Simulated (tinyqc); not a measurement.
Ballast resistance and gain from the on-state line.

Inverse problem. At high current V = BV (1 + be)^(-1/n) + I Ro. Find Ro, the intercept and be.

Parameters, values chosen for the exercise: junction breakdown voltage BV = 10.5 V; exponent of the multiplication n = 3.8.

V at I = 4.2 and 8.5 mA/um (V): [6.2951087, 7.1981087]

Answer. The slope is Ro; the intercept over BV is (1 + be)^(-1/n).

Ro = 210.0 ohm um
intercept = 5.413 V
be = 11.40

Numbers from tinyqc (`OMP_NUM_THREADS=1 python tinyqc.py 2670140 2670141 out.jsonl`; about 0.02 s on one thread of a shared Intel Xeon 2.30GHz).
